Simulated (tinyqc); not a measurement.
BHZ model on a square lattice (one spin block): one step. Signs of dz at the four invariant points.

h(k) = e0 + d.s with s the Pauli matrices in the basis (E, H), k in units of 1/a: dx = (A/a) sin kx, dy = (A/a) sin ky, dz = M - (2B/a^2)(2 - cos kx - cos ky), e0 = -(2D/a^2)(2 - cos kx - cos ky). The other spin block is h*(-k). For small k this is the continuum model with dz = M - B k^2.

Inputs chosen for the exercise (of the size used for thin Bi2Se3 films; shifted at random, so the results belong to these values and not to a real crystal):
- A = 2.39 eV angstrom
- B = -17.5 eV angstrom^2
- D = -4.8 eV angstrom^2
- M = -0.0654 eV (mass term)
- a = 15 angstrom (grid spacing)

Problem. dz = M, M - 4B/a^2 (twice), M - 8B/a^2 at (0,0), (pi,0), (0,pi), (pi,pi). The product of the signs is (-1)^nu. C = (s00 - s0p - sp0 + spp)/2 is the Chern number of the lower band of this block, in the sense Omega = curl of i<u|grad u>.

Give: dz; nu (Z2 index); C.

Solution.

dz (meV): (0,0) -65.40, (pi,0) 245.71, (0,pi) 245.71, (pi,pi) 556.82

nu (Z2 index) = 1
C = -1

M/B > 0: the bands are inverted at Gamma alone, a quantum spin Hall insulator.

Run: tinyqc, `OMP_NUM_THREADS=1 python tinyqc.py 1481903 1481904 out.jsonl`; Intel(R) Xeon(R) Processor @ 2.30GHz, one thread, shared host; about 0.08 s of CPU time with all checks.
